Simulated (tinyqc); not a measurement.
MOS inversion layer, Poisson-Schroedinger loop: one step of the calculation.

Electrons confined at an insulator interface at z = 0, treated as a hard wall; parabolic valleys, Hartree approximation, no image or exchange terms. The depletion charge lies far deeper than the electrons and gives a uniform field q Nd/(eps0 eps_r); the gate balances all charge. Energies are counted from the band edge at the interface.

Task. Density, output potential and mixing. n_i = sum_k N_k |psi_k|^2 (converted to cm^-3). Hartree part by Gauss: on the interval before node i the electrons still beyond are S_i = Ns - hz sum_(j<i) n_j, and U_i = U_(i-1) + q S_i hz/(eps0 eps_r) in eV, U_0 = 0 at the interface. Mixing: U(new) = U + a (U(out) - U).

Parameters, values chosen for the exercise; masses and permittivity close to those of silicon (110):
- eps_r = 11.5 (relative permittivity)
- Ns = 2.4e12 cm^-2 (sheet density of electrons)
- a = 0.7 (mixing factor)

Constants: q = 1.602176634e-19 C, eps0 = 8.8541878128e-14 F/cm where lengths are in cm. Results are converted to the units shown.

z, node 1 to 15 (nm): [1, 2, 3, 4, 5, 6, 7, 8, 9, 10, 11, 12, 13, 14, 15]
N_k (cm^-2): A1 1.4780852e12, A2 2.2690393e11, B1 6.2744470e11, B2 6.7566207e10
self-consistent potential U at the start, node 1 to 15 (eV): [0, 0, 0, 0, 0, 0, 0, 0, 0, 0, 0, 0, 0, 0, 0]
|psi|^2 of A1, node 1 to 15 (1/nm): [0.10418035, 0.25597797, 0.27921265, 0.19688105, 0.10240029, 0.04198431, 0.01412515, 0.00400650, 0.00097704, 0.00020793, 0.00003908, 0.00000654, 0.00000098, 0.00000013, 0.00000001]
|psi|^2 of A2, node 1 to 15 (1/nm): [0.09603847, 0.13036059, 0.02317098, 0.02212430, 0.14195216, 0.21465109, 0.18410474, 0.11040857, 0.05071181, 0.01876873, 0.00578097, 0.00151397, 0.00034069, 0.00006454, 0.00000839]
|psi|^2 of B1, node 1 to 15 (1/nm): [0.06720784, 0.18738821, 0.24482043, 0.21592140, 0.14564368, 0.07988987, 0.03695444, 0.01476585, 0.00518459, 0.00162034, 0.00045514, 0.00011564, 0.00002654, 0.00000532, 0.00000074]
|psi|^2 of B2, node 1 to 15 (1/nm): [0.06365618, 0.11988363, 0.06141716, 0.00087596, 0.04032302, 0.13183318, 0.18351013, 0.16820808, 0.11660450, 0.06526454, 0.03059282, 0.01225141, 0.00419715, 0.00117511, 0.00020713]

Give: n; U(out); U after round 1.

Result.

n, node 1 to 15 (in units of 1e18 cm^-3): [2.222, 5.336, 5.757, 4.316, 2.777, 1.698, 0.982, 0.516, 0.241, 0.100, 0.037, 0.013, 0.004, 0.001, 0.000]
U(out), node 1 to 15 (eV): [0.0378, 0.0720, 0.0979, 0.1147, 0.1247, 0.1304, 0.1334, 0.1348, 0.1354, 0.1357, 0.1358, 0.1358, 0.1358, 0.1358, 0.1358]
U after round 1, node 1 to 15 (eV): [0.02643, 0.05042, 0.06853, 0.08030, 0.08731, 0.09127, 0.09336, 0.09436, 0.09479, 0.09497, 0.09503, 0.09504, 0.09505, 0.09505, 0.09505]

tinyqc, about 0.5 s, one thread, Intel Xeon 2.30GHz (shared host): `OMP_NUM_THREADS=1 python tinyqc.py 2160133 2160134 out.jsonl`
